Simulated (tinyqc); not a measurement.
Brouwer diagram: defect equilibria of an oxide against oxygen pressure (mass action). Computed by tinyqc, a small Python program. Command: `OMP_NUM_THREADS=1 python tinyqc.py 3015285 3015286 out.jsonl brouwer walk`. One thread of a shared host (Intel(R) Xeon(R) Processor @ 2.30GHz), about 0.01 s of CPU time with the checks.

Defects: oxygen vacancies V (charge +2), electrons n, holes p, the ionic partner X = O_i'' (charge -2), and the dopant. Activities are taken equal to concentrations.

Inputs (values chosen for the exercise, for a model oxide): reduction enthalpy H_r = 4.23 eV; prefactor K_r0 = 6.2e+70 cm^-9 atm^(1/2); gap E_g = 2.79 eV; prefactor N_c N_v = 7.2e+40 cm^-6; disorder enthalpy H_s = 4.45 eV; prefactor K_s0 = 2.4e+45 cm^-6; dopant density N_d = 1.4e+17 cm^-3; temperature T = 800 K.

Ionic disorder: anion Frenkel. Dopant (singly charged, fully ionised): acceptor.

Constants: k_B = 8.617333262e-05 eV/K.

Method:
- K_r = K_r0 exp(-H_r/k_B T) = [V] n^2 P^(1/2); K_i = N_c N_v exp(-E_g/k_B T) = n p; K_s = K_s0 exp(-H_s/k_B T) = [X] [V].
- Neutrality: 2 [V] + p = n + 2 [X] + N_d. With n as the unknown, [V] = K_r/(n^2 P^(1/2)), p = K_i/n, [X] = K_s/[V]; the log ratio is ln(positive/negative).
- The root is found by 60 bisections in ln n between n = 1e-10 and 1e25 cm^-3.
- The slope is d log n / d log P from this row and the one above; the last column names the largest term on each side. Pressures that give more than 3e21 cm^-3 are left out.

K_r = 1.39497e+44 cm^-9 atm^(1/2)

K_i = 1.91032e+23 cm^-6

K_s = 2.22047e+17 cm^-6

Log10 of the densities in cm^-3:
```
log10 P (atm)       n     [V]       p      [X]  slope of n      balance
-32            20.148  19.848  3.1327  -2.5013           -    2 [V] = n
-28            19.481  19.182  3.7999  -1.8357    -0.16680    2 [V] = n
-24            18.812  18.520  4.4690  -1.1739    -0.16727    2 [V] = n
-20            18.134  17.876  5.1467  -0.5294    -0.16943    2 [V] = n
-16            17.420  17.304  5.8610   0.0421    -0.17857    2 [V] = n
-12            16.596  16.953  6.6853   0.3936    -0.20606  2 [V] = N_d
-8             15.643  16.859  7.6381   0.4879    -0.23821  2 [V] = N_d
-4             14.649  16.846  8.6321   0.5000    -0.24849  2 [V] = N_d
0              13.650  16.845  9.6314   0.5012    -0.24984  2 [V] = N_d
```

What follows from these numbers?

Regimes: 2 [V] = n from log P = -32 to -16, where that balance predicts a slope of -1/6 and the table comes as close as -0.167; 2 [V] = N_d from log P = -12 to 0, where that balance predicts a slope of -1/4 and the table comes as close as -0.250. Rows with n or p near or above sqrt(N_c N_v) are degenerate, and n p = K_i is then only nominal.

Extremes, crossings and ranges named in words are read from the listed rows.
